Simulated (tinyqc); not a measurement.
The same stress in different states: Raman shift of the zone-centre optical phonon of a diamond-structure crystal under stress. Computed by tinyqc, a small Python program. Command: `OMP_NUM_THREADS=1 python tinyqc.py 3022198 3022199 out.jsonl ramanstress walk`. One thread of a shared host (Intel(R) Xeon(R) Processor @ 2.30GHz), about 0.01 s of CPU time with the checks.

Axes x, y, z are the cube axes. Strain shifts the threefold optical mode and can split it; p, q and r are the phonon deformation potentials.

Inputs (values chosen for the exercise, modelled on diamond): unstrained frequency omega_0 = 1333 1/cm; p/omega_0^2 = -2.74; q/omega_0^2 = -1.84; r/omega_0^2 = -1.89; C11 = 1062 GPa; C12 = 125.6 GPa; C44 = 584.2 GPa; stress sigma (tension positive) = -0.085 GPa.

Stress state: uniaxial. Axis: [110].

Method:
- S11 = (C11 + C12)/D, S12 = -C12/D, D = (C11 - C12)(C11 + 2 C12), S44 = 1/C44.
- eps_xx = S11 sigma_xx + S12 (sigma_yy + sigma_zz), and cyclic; eps_xy = S44 sigma_xy/2 (tensor strain).
- Secular matrix: M_xx = p eps_xx + q (eps_yy + eps_zz), M_xy = 2 r eps_xy; its eigenvalues are omega^2 - omega_0^2, and the shifts are these over 2 omega_0.
- Uniaxial: sigma n n^T; biaxial: sigma (1 - n n^T); hydrostatic: sigma 1. The line seen from (001) is taken as unresolved, at the intensity-weighted shift M_zz/(2 omega_0).

S44 = 1.71174 1/TPa

S11 = 0.965779 1/TPa

S12 = -0.102140 1/TPa

Shifts (1/cm):
```
state                   lowest   middle  highest  line seen from (001)
uniaxial [100]         0.07417  0.07417  0.12862               0.07417
uniaxial [110]         0.00976  0.07417  0.19304               0.07417
uniaxial [001]         0.07417  0.07417  0.12862               0.12862
uniaxial [111]         0.03123  0.03123  0.21451               0.09232
biaxial, normal [001]  0.14834  0.20279  0.20279               0.14834
biaxial, normal [111]  0.06245  0.24574  0.24574               0.18464
hydrostatic            0.27696  0.27696  0.27696               0.27696
```

Seen from (001), uniaxial stress along [100] and along [110] give the same shift (0.074), and equal biaxial stress in the plane gives twice as much (0.148), since only sigma_xx + sigma_yy and sigma_zz enter M_zz. Stress along [001] gives 0.129. One measured shift therefore fixes the stress only once its state is assumed: read as uniaxial in the plane, a shift implies twice the stress that it does read as biaxial.

Extremes, crossings and ranges named in words are read from the listed rows.
